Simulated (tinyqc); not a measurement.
# Width from the threshold shift

Question. Undoped body with a flat potential across it, hard walls, transport along x. One isotropic valley (g = 1, mx = my = mz = me). Non-parabolicity enters the subband edges through E (1 + al E) = gamma, so E = 2 gamma/(1 + sqrt(1 + 4 al gamma)); motion within a subband is taken as parabolic with the band-edge mass. Energies are counted from the bulk band edge. gamma = C pi^2 [a^2/(my (t + dl)^2) + b^2/(mz (H + dl)^2)], C = hbar^2/(2 m0). Each subband has N_k = g sqrt(2 mx m0 kB T/(pi hbar^2)); without degeneracy n = exp(EF/Vt) sum N_k exp(-E_k/Vt). Classical value Nc times t H, Nc = sum over valleys of 2 g (m m0 kB T/(2 pi hbar^2))^1.5 with m = (mx my mz)^(1/3). Threshold shift dVT = Vt ln(classical value/sum N_k exp(-E_k/Vt)). Find t and the lowest subband edge.

Inputs (values chosen for the exercise); masses close to those of InAs:
- T = 400 K (temperature)
- me = 0.0231 m0 (mass at the band edge)
- al = 2.5 1/eV (non-parabolicity)
- dl = 0 nm (widening of the box by penetration into the insulator)
- H = 18.8 nm (height (along z))

Constants: q = 1.602176634e-19 C, kB = 1.380649e-23 J/K, hbar = 1.054571817e-34 J s, m0 = 9.1093837015e-31 kg, Vt = kB T/q, hbar^2/(2 m0) = 0.0380998212 eV nm^2. Results are converted to the units shown.

dVT = 318.80093 mV

Solution. dVT is evaluated for trial values of t with all subbands; between 1.5 and 25 nm one value matches.

t = 4.70 nm
E_1 = 394 meV

tinyqc, about 0.1 s, one thread, Intel Xeon 2.30GHz (shared host): `OMP_NUM_THREADS=1 python tinyqc.py 2350039 2350040 out.jsonl`
